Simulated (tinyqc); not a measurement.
# Undoped symmetric double-gate MOSFET, analytic potential model, step by step

Program tinyqc, `OMP_NUM_THREADS=1 python tinyqc.py 2440079 2440080 out.jsonl`; Intel Xeon 2.30GHz, shared host, one thread, about 0.01 s. Printed values are rounded.

An undoped body of thickness ts between two equal insulators and tied gates; long channel, electrons only, n = ni exp((psi - V)/Vt) with V the quasi-Fermi potential (0 at the source, Vd at the drain), constant mobility, no quantisation. Across the body psi(x) = V - 2 Vt ln[(ts/(2 beta)) sqrt(q ni/(2 eps0 eps_r Vt)) cos(2 beta x/ts)], x from the centre. Q is the electron charge per area of the whole body.

Inputs (values chosen for the exercise); material values those of a made-up semiconductor:
```
symbol,value,unit,meaning
T,300,K,temperature
Eg,0.792,eV,band gap
eps_r,14.4,,relative permittivity of the semiconductor
Nc,1.16e19,cm^-3,conduction-band density of states at T
Nv,7e18,cm^-3,valence-band density of states at T
eox,9.4,,relative permittivity of the gate insulator
tox,4.4,nm,insulator thickness
ts,6,nm,body thickness
dphi,0.05,V,gate work function less that of the intrinsic body
mu,170,cm^2/(V s),channel mobility
L,1,um,gate length
Vg,0.52,V,gate voltage
Vd,0.3,V,drain voltage
```

Constants: q = 1.602176634e-19 C, kB = 1.380649e-23 J/K, Vt = kB T/q, eps0 = 8.8541878128e-14 F/cm where lengths are in cm. Results are converted to the units shown.

Range of the model: In a body this thin, quantum confinement raises the threshold; it is left out. The surface density at the source passes 0.3 Nc, where Boltzmann statistics fail.

## Constants of the body

ni = sqrt(Nc Nv) exp(-Eg/(2 Vt)), Eg in volts; r = eps_r tox/(eox ts); V0 = dphi + 2 Vt ln[(2/ts) sqrt(2 eps0 eps_r Vt/(q ni))].

ni = 2.00572e12 cm^-3
r = 1.12340
V0 = 0.428458 V

## Iteration 1: beta at the source by Newton steps

beta at the start = 0.5

With V = 0: f = ln(beta) - ln(cos beta) + 2 r beta tan(beta) - (Vg - V0)/(2 Vt); f' = 1/beta + tan(beta) + 2 r [tan(beta) + beta/cos^2(beta)]; beta(new) = beta - f/f'.

f = -1.71935
f' = 5.23242
beta after iteration 1 = 0.828595

## Iteration 2: beta at the source by Newton steps

As before.

f = 0.463071
f' = 8.82204
beta after iteration 2 = 0.776105

## Course of the iteration: beta at the source by Newton steps

Stop when beta changes by less than 1e-11, or after 40 iterations. beta must stay between 0 and pi/2.

Course of the iteration:
```
iteration      beta  |change|
1          0.828595     0.329
2          0.776105    0.0525
3          0.772935   3.17e-3
4          0.772925   1.01e-5
5          0.772925  1.02e-10
6          0.772925         0
```

Converged in 6 iterations. At the end the number of correct digits about doubles with each step.

## Charges and drain current

beta_s = 0.772925
beta_d = 0.0177279

beta (between 0 and pi/2) solves (Vg - V0 - V)/(2 Vt) = ln(beta) - ln(cos beta) + 2 r beta tan(beta). Q = 8 eps0 eps_r Vt beta tan(beta)/ts; I = mu (1/L)(4 eps0 eps_r/ts)(2 Vt)^2 [g(beta_s) - g(beta_d)] per width, g = beta tan(beta) - beta^2/2 + r beta^2 tan^2(beta), with beta_s at V = 0 and beta_d at V = Vd.

Qs = 331.319 nC/cm^2
Qd = 0.138135 nC/cm^2
g(beta_s) = 1.09364
g(beta_d) = 1.57282e-4
I = 4.22406 uA/um

The term r beta^2 tan^2(beta), which gives the square law, makes up 58.4 % of g at the source.

## Potential and electron density across the body at the source

x/ts, point 0 to 6: [0, 0.1, 0.2, 0.3, 0.4, 0.45, 0.5]

psi(x) as above with V = 0 and beta = beta_s; n = ni exp(psi/Vt).

psi, point 0 to 6 (V): [0.365140, 0.365761, 0.367652, 0.370912, 0.375727, 0.378812, 0.382423]
n, point 0 to 6 (cm^-3): [2.73122e18, 2.79754e18, 3.00987e18, 3.41439e18, 4.11349e18, 4.63481e18, 5.32951e18]

The density at the surface is 1.95 times that at the centre (1/cos^2 beta). It reaches 0.46 Nc, where Boltzmann statistics overestimate it.
